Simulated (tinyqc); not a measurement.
Undoped symmetric double-gate MOSFET, analytic potential model: one step of the calculation.

An undoped body of thickness ts between two equal insulators and tied gates; long channel, electrons only, n = ni exp((psi - V)/Vt) with V the quasi-Fermi potential (0 at the source, Vd at the drain), constant mobility, no quantisation. Across the body psi(x) = V - 2 Vt ln[(ts/(2 beta)) sqrt(q ni/(2 eps0 eps_r Vt)) cos(2 beta x/ts)], x from the centre. Q is the electron charge per area of the whole body.

Task. beta at the source by Newton steps. With V = 0: f = ln(beta) - ln(cos beta) + 2 r beta tan(beta) - (Vg - V0)/(2 Vt); f' = 1/beta + tan(beta) + 2 r [tan(beta) + beta/cos^2(beta)]; beta(new) = beta - f/f'.

Inputs (values chosen for the exercise):
```
symbol  value  unit       meaning
T         273     K   temperature
Vg       1.25     V  gate voltage
```

Constants: q = 1.602176634e-19 C, kB = 1.380649e-23 J/K, Vt = kB T/q. Results are converted to the units shown.

beta at the start = 0.3
r = 0.25078989
V0 = 0.61482325 V

Find: f; f'; beta after iteration 1.

Result.

f = -14.61
f' = 3.963
beta after iteration 1 = 3.987

Computed by the program tinyqc: `OMP_NUM_THREADS=1 python tinyqc.py 2440004 2440005 out.jsonl`, one thread of a shared Intel Xeon 2.30GHz, about 0.01 s for the whole run.
